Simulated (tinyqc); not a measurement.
Worked calculation: tight binding, honeycomb lattice. One step of it, computed by the program tinyqc.

Problem. Levels at k. Diagonalise the Hermitian matrix.

H(k) at k (eV):
```
                     A                    B
A             1.900800  -2.431733-0.800693i
B  -2.431733+0.800693i            -0.759200
```

Give: eigenvalues; weights |c|^2 of the basis functions.

Solution.

eigenvalues (eV): -2.314  3.456

weights |c|^2 of the basis functions:
```
   band 1  band 2
A   0.269   0.731
B   0.731   0.269
```
